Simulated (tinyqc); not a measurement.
What moves the results: deformation-potential model of the L valleys of a conduction band. A value that a table varies takes the place of the one given here.

Valleys with axes along [111], [1-1-1], [-11-1] and [-1-11], one whole valley each. Herring-Vogt shift of a valley with unit axis a: dE = Xd tr(e) + Xu a.e.a. Non-degenerate shares n_i = exp(-dE_i/kT)/sum_j exp(-dE_j/kT). Inverse mass tensor of a valley: (1 - a a)/mt + a a/ml; the masses are taken as independent of strain.

s11 = (C11 + C12)/((C11 - C12)(C11 + 2 C12)), s12 = -C12/((C11 - C12)(C11 + 2 C12)), s44 = 1/C44; exx = s11 sxx + s12 (syy + szz) and cyclic, exy = s44 sxy/2; tension is positive. A uniaxial stress X along the unit vector n is s_ij = X n_i n_j.

Constants: kB = 8.617333262e-05 eV/K.

Inputs chosen for the exercise (near those of Ge; not measured data):
- ml = 1.653 m0 (longitudinal mass)
- mt = 0.082 m0 (transverse mass)
- Xd = -6.76 eV (dilation potential)
- Xu = 16.97 eV (uniaxial potential)
- C11 = 133.8 GPa
- C12 = 51.1 GPa
- C44 = 69.4 GPa
- load = uniaxial [111] (kind of stress)
- T = 300 K (temperature)
- X1 = 0.3 GPa (size of the stress)
- X = 1.33 GPa (stress)

## Sweep of a uniaxial [111] stress

m_c = 1/(u.M.u) along [1-10] with M = sum_i n_i (inverse mass tensor); gain against zero stress at a fixed scattering time.

Results:
```
X (GPa),spread (meV),lowest edge (meV),n [111],n [1-1-1],n [-11-1],n [-1-11],m_c (m0),gain (%)
-2.00,217.4,-153.7,0.999,0.000,0.000,0.000,0.0820,46.3
-1.00,108.7,-76.8,0.957,0.014,0.014,0.014,0.0835,43.7
-0.40,43.5,-30.7,0.642,0.119,0.119,0.119,0.0966,24.2
0.00,0.0,0.0,0.250,0.250,0.250,0.250,0.1200,0.0
0.40,43.5,-12.7,0.058,0.314,0.314,0.314,0.1362,-11.8
1.00,108.7,-31.8,0.005,0.332,0.332,0.332,0.1415,-15.2
2.00,217.4,-63.7,0.000,0.333,0.333,0.333,0.1420,-15.5
```

Along [1-10] the gain is +46.3 % at -2.00 GPa and -15.5 % at 2.00 GPa. The slope at zero stress (from +/- 0.001 GPa), -48.7 % per GPa, carried to the ends would give +97 and -97 %; the response falls behind at both ends, as it saturates once the spread passes a few kT (kT = 25.9 meV, spread up to 217 meV).

## Gain for each load and current direction

Each load has the size X1. Gain m_c(0)/m_c - 1 in per cent from repopulation alone, m_c = 1/(u.M.u), M = sum_i n_i (inverse mass tensor); biaxial means sxx = syy.

Gain (%); + is tension, - compression:
```
load,[100],[010],[001],[110],[1-10],[111]
uniaxial [110] (+),0.0,0.0,0.0,20.4,-20.4,13.6
uniaxial [110] (-),0.0,0.0,0.0,-20.4,20.4,-13.6
uniaxial [100] (+),0.0,0.0,0.0,0.0,0.0,0.0
uniaxial [100] (-),0.0,0.0,0.0,0.0,0.0,0.0
uniaxial [111] (+),0.0,0.0,0.0,10.1,-10.1,20.2
uniaxial [111] (-),0.0,0.0,0.0,-18.0,18.0,-35.9
biaxial (001) (+),0.0,0.0,0.0,0.0,0.0,0.0
biaxial (001) (-),0.0,0.0,0.0,0.0,0.0,0.0
```

The largest gain is +20.4 %, for uniaxial [110] (+) with the current along [110] and uniaxial [110] (-) with the current along [1-10]; for a [110] channel it is +20.4 %, under uniaxial [110] (+). No gain or loss appears under biaxial (001) and uniaxial [100]: the valleys stay equivalent.

## Temperature and repopulation

The load is fixed; m_c along [1-10] as 1/(u.M.u).

Results:
```
T (K),kT (meV),n [111],n [1-1-1],n [-11-1],n [-1-11],m_c (m0)
50,4.31,0.000,0.333,0.333,0.333,0.1420
77,6.64,0.000,0.333,0.333,0.333,0.1420
150,12.93,0.000,0.333,0.333,0.333,0.1420
225,19.39,0.000,0.333,0.333,0.333,0.1419
300,25.85,0.001,0.333,0.333,0.333,0.1418
400,34.47,0.005,0.332,0.332,0.332,0.1414
500,43.09,0.012,0.329,0.329,0.329,0.1408
```

The largest share falls from 0.333 at 50 K to 0.329 at 500 K (equal shares: 0.250); m_c goes from 0.1420 to 0.1408, against 0.1200 without stress. Only spread/kT enters, so the small-stress response goes as 1/T.

## What each parameter does

Spread of the valley edges, lowest edge, largest share and m_c along [1-10]. Each row changes one parameter from the base and keeps the others.

Results:
```
case,spread (meV),lowest edge (meV),largest share,m_c (m0)
base,144.54,-42.35,0.3329,0.1418
ml = 1.322 m0,144.54,-42.35,0.3329,0.1405
mt = 0.098 m0,144.54,-42.35,0.3329,0.1683
Xd = -5.408 eV,144.54,-34.73,0.3329,0.1418
Xu = 13.576 eV,115.63,-41.50,0.3321,0.1416
C11 = 107.04 GPa,144.54,-43.15,0.3329,0.1418
C12 = 61.32 GPa,144.54,-41.86,0.3329,0.1418
C44 = 55.52 GPa,180.68,-51.39,0.3332,0.1419
X = 1.064 GPa,115.63,-33.88,0.3321,0.1416
T = 240 K,144.54,-42.35,0.3332,0.1419
```

The largest shifts from the base row, up to three for each result and ties (the steps differ in size, so this ranks the rows, not the parameters). spread (meV): C44 +36.14, X -28.91, Xu -28.91; unchanged at the printed digits by ml, mt, Xd, C11, C12 and T. lowest edge (meV): C44 -9.03, X +8.47, Xd +7.62; unchanged at the printed digits by ml, mt and T. largest share: X -0.0008, Xu -0.0008, T +0.0003, C44 +0.0003; unchanged at the printed digits by ml, mt, Xd, C11 and C12. m_c (m0): mt +0.0264, ml -0.0013, Xu -0.0003, X -0.0003; unchanged at the printed digits by Xd, C11 and C12. Xd moves all valleys together, so it shifts the edge and nothing else.

(tinyqc, `OMP_NUM_THREADS=1 python tinyqc.py 1050416 1050417 out.jsonl`, Intel(R) Xeon(R) Processor @ 2.30GHz, 1 thread, shared host, about 0.03 s.)
